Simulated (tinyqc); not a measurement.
Gaps against pressure: band gaps under pressure and temperature from deformation potentials.

Murnaghan: V/V0 = (1 + Bp P/B0)^(-1/Bp), B0 = (C11 + 2 C12)/3. Each gap moves by a ln(V/V0) with its volume potential a, and falls with temperature by aV T^2/(T + bV) (Varshni); the two effects are added. No change of phase is considered.

Values chosen for the exercise (near those of InAs, the X and L potentials typical of such crystals; the results hold for these values, not for the real material): Eg = 0.423 eV (gap at Gamma to the s-like level at 0 K, 0 GPa); EgX = 1.413 eV (gap to X at 0 K, 0 GPa); EgL = 1.117 eV (gap to L at 0 K, 0 GPa); C11 = 83.4 GPa; C12 = 45 GPa; Bp = 4.61 (pressure derivative of the bulk modulus); aG = -6.1 eV (volume potential of the Gamma gap); aX = 1.82 eV (volume potential of the X gap); aL = -3.19 eV (volume potential of the L gap); aV = (0.265, 0.271, 0.275) meV/K (Varshni alpha of Gamma, X, L); bV = (91, 95, 99) K (Varshni beta of Gamma, X, L); T = 300 K (temperature).

The last column is the linear form E0 + c1 P for Gamma, c1 = -aG/B0.

Gaps (eV):
```
P (GPa)  ln(V/V0)  Gamma      X      L  lowest  Gamma, linear
0.00       0.0000  0.362  1.351  1.055   Gamma          0.362
1.50      -0.0245  0.512  1.307  1.133   Gamma          0.520
3.00      -0.0465  0.646  1.267  1.203   Gamma          0.679
6.00      -0.0848  0.879  1.197  1.326   Gamma          0.995
7.50      -0.1017  0.982  1.166  1.379   Gamma          1.154
9.00      -0.1174  1.078  1.138  1.429   Gamma          1.312
10.50     -0.1320  1.167  1.111  1.476       X          1.470
12.00     -0.1457  1.250  1.086  1.520       X          1.628
```

Give the missing row, P (GPa) = 4.50.

Computed row:
```
P (GPa)  ln(V/V0)  Gamma      X      L  lowest  Gamma, linear
4.50      -0.0665  0.768  1.230  1.267   Gamma          0.837
```

Over 12 GPa Gamma moves by +0.888, L by +0.465 and X by -0.265 eV. The lowest valley changes: Gamma to X between 9.00 and 10.50 GPa, and the fundamental gap peaks at 1.111 eV on these points. The linear form overshoots by 378 meV at the end, because the crystal stiffens; the gap is linear in ln V, not in P. Rows above about 7 GPa lie beyond the phase change of the real crystal.

(tinyqc, `OMP_NUM_THREADS=1 python tinyqc.py 1051197 1051198 out.jsonl`, Intel(R) Xeon(R) Processor @ 2.30GHz, 1 thread, shared host, about 0.01 s.)
